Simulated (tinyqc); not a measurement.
What each parameter does: configuration-coordinate model of carrier capture at a defect.

Two parabolas of equal curvature k in one coordinate Q: with the carrier free at the band edge, U_f = k Q^2/2; with the carrier trapped, U_t = k (Q - dQ)^2/2 - ET. ER = k dQ^2/2, Huang-Rhys factor S = ER/hw, hw = 0.0646541 sqrt(k/M) eV for k in eV/angstrom^2 and M in u. The curves cross at a height Eb = (ER - ET)^2/(4 ER) above the free minimum.

Multiphonon factor for giving p = ET/hw phonons to the lattice: W = exp(-S (2 nb + 1)) ((nb + 1)/nb)^(p/2) I_p(x), nb = 1/(exp(hw/kT) - 1), x = 2 S sqrt(nb (nb + 1)), I_p the modified Bessel function. Classical limit: W = hw exp(-Eb/kT)/sqrt(4 pi ER kT). At T = 0: exp(-S) S^p/Gamma(p + 1).

Constants: kB = 8.617333262e-05 eV/K.

Inputs chosen for the exercise (of the size met at a deep level in GaN; shifted at random, so the results belong to these values and not to a real crystal): ET = 0.75 eV (thermal depth of the level below the band edge); ER = 0.42 eV (relaxation energy); hw = 0.033 eV (phonon energy of the mode); T = 400 K (temperature).

Eb, log10 W and the full width 2.35482 sqrt(ER hw coth(hw/2kT)).

Results for these values:
```
case  Eb (eV)  log10 W  full width (eV)
base   0.0648   -1.884           0.4155
```

What happens to each result for ER = 0.47 eV, all else kept?

Answer: Eb falls from 0.0648 to 0.0417; log10 W rises from -1.884 to -1.649; full width rises from 0.4155 to 0.4395.

The same for each parameter in turn:
```
case            Eb (eV)  log10 W  full width (eV)
base             0.0648   -1.884           0.4155
ET = 0.79 eV     0.0815   -2.068           0.4155
ER = 0.47 eV     0.0417   -1.649           0.4395
hw = 0.0396 eV   0.0648   -1.790           0.4217
T = 430 K        0.0648   -1.854           0.4288
```

Computed by tinyqc, a small Python program: `OMP_NUM_THREADS=1 python tinyqc.py 1450139 1450140 out.jsonl` (the numbers bound the seed that draws the inputs); one thread of a shared host (Intel(R) Xeon(R) Processor @ 2.30GHz), about 0.01 s for the whole set of steps.
